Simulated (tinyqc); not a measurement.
Kronig-Penney superlattice by transfer matrices: sweeps and comparisons. A value that a table varies takes the place of the one given here.

Wells (width a, potential 0, mass mw) alternate with barriers (width b, height V0, mass mb); period d = a + b; c = hbar^2/2m0. The vector (psi, psi'/m) is continuous, and a layer of thickness t carries it by M = [[cos kt, (m/k) sin kt], [-(k/m) sin kt, cos kt]] with k = sqrt(m (E - V)/c); for E < V, k = i kappa gives [[cosh, (m/kappa) sinh], [(kappa/m) sinh, cosh]] of kappa t. A Bloch state obeys cos(q d) = tr(Mb Mw)/2.

Constants: hbar^2/2m0 = 3.80998211 eV angstrom^2.

Inputs chosen for the exercise (near those of a GaAs superlattice with barriers of AlGaAs; shifted at random, so the results belong to these values and not to a real crystal): a = 110 angstrom (well width); V0 = 0.3 eV (barrier height); mw = 0.0689 m0 (mass in the wells); mb = 0.0977 m0 (mass in the barriers); bs = (16.5, 24.8, 33, 42.9, 52.8, 66, 82.5) angstrom (barrier widths); b = 33 angstrom (barrier width).

## Barrier width

First miniband against b. m_z = -2 c f'/d^2 with f = tr M/2 at the bottom of the band. E1 is the level of the single well, kappa1 its decay constant in the barrier.

First miniband:
```
b (angstrom)  bottom (eV)  top (eV)  W (meV)    ln W  m_z (m0)
16.5               0.0211    0.0323    11.26   2.421     0.112
24.8               0.0240    0.0297    5.627   1.728     0.174
33.0               0.0255    0.0283    2.834   1.042     0.285
42.9               0.0263    0.0275    1.238   0.213     0.547
52.8               0.0266    0.0272   0.5406  -0.615      1.08
66.0               0.0268    0.0270   0.1791  -1.720      2.76
82.5               0.0269    0.0269  0.04503  -3.100      9.15
```

E1 = 0.0269 eV
kappa1 = 0.0837 1/angstrom

W falls from 11.3 to 0.05 meV, and both edges close in on E1. The slope of ln W is -0.0836 per angstrom over the first two rows and -0.0837 over the last two, against -kappa1 = -0.0837: the width follows one power of the tunnelling amplitude once the wells couple weakly. m_z grows by a factor 81.6.

## From one barrier to a miniband

Transmission through N barriers separated by wells, between leads of the well material: T = 4/[(M11 + M22)^2 + (u M12 - M21/u)^2] with u = k/mw and M the product over all layers; twelve evenly spaced energies around the first miniband.

Transmission:
```
E (eV)    tr M/2 of a period    N = 1     N = 2     N = 4     N = 8
0.024202               2.013  0.00613  0.000380  1.88e-06  4.70e-11
0.024717               1.595  0.00627  0.000620  9.27e-06  2.20e-09
0.025233               1.189  0.00641   0.00114  8.55e-05  6.64e-07
0.025748               0.794  0.00656   0.00261   0.00943   0.00319
0.026263               0.411  0.00670   0.00986   0.00566    0.0834
0.026779               0.040  0.00684     0.519     0.214    0.0652
0.027294              -0.320  0.00699    0.0168   0.00674    0.0239
0.027809              -0.670  0.00713   0.00399    0.0865    0.0241
0.028324              -1.008  0.00728   0.00180  0.000422  8.17e-05
0.028840              -1.336  0.00743   0.00105  3.96e-05  6.62e-08
0.029355              -1.654  0.00757  0.000697  8.72e-06  1.44e-09
0.029870              -1.961  0.00772  0.000505  2.82e-06  8.99e-11
```

5 of the energies lie in the miniband (|tr M/2| <= 1); there T for N = 8 runs between 0.00319 and 0.0834. In the gaps it falls with N: at E = 0.0299 eV from 2.82e-06 (N = 4) to 8.99e-11 (N = 8), a slope of ln T of -2.59 a period, against -2 arccosh|tr M/2| = -2.59.

## What each parameter does

Bottom and width of the first miniband, the gap above it, and m_z = -2 c f'/d^2 with f = tr M/2. Each row changes one parameter from the base and keeps the others.

Results:
```
case             bottom (eV)  width (meV)  gap (meV)  m_z (m0)
base                  0.0255          2.8       72.2    0.2855
a = 99 angstrom       0.0298          3.6       83.6    0.2634
b = 28 angstrom       0.0247          4.3       69.0    0.2096
V0 = 0.345 eV         0.0266          2.3       76.4    0.3524
mw = 0.0758 m0        0.0242          2.5       68.4    0.3215
mb = 0.1124 m0        0.0249          2.3       72.0    0.3415
```

The largest shifts from the base row, up to three for each result and ties (the steps differ in size, so this ranks the rows, not the parameters). bottom (eV): a +0.0043, mw -0.0013, V0 +0.0011. width (meV): b +1.5, a +0.8, V0 -0.6. gap (meV): a +11.3, V0 +4.1, mw -3.8. m_z (m0): b -0.0759, V0 +0.0670, mb +0.0560.

tinyqc: `OMP_NUM_THREADS=1 python tinyqc.py 1281834 1281835 out.jsonl`; about 0.07 s, one thread, shared Intel(R) Xeon(R) Processor @ 2.30GHz.
